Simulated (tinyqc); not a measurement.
Site energy and hopping from one surface Green function.

Problem. A semi-infinite chain with site energy e0 and hopping -t has g_s = 1/(E - e0 - t^2 g_s). Inside the band |g_s| = 1/t and Re g_s = (E - e0)/(2 t^2). Find t and e0.

g_s at E = -1.91 eV = -0.02400549-0.36959160i 1/eV

Answer. t = 1/|g_s|, and e0 = E - 2 t^2 Re g_s.

t = 2.70 eV
e0 = -1.56 eV

Numbers from tinyqc (`OMP_NUM_THREADS=1 python tinyqc.py 2680010 2680011 out.jsonl`; about 0.07 s on one thread of a shared Intel Xeon 2.30GHz).
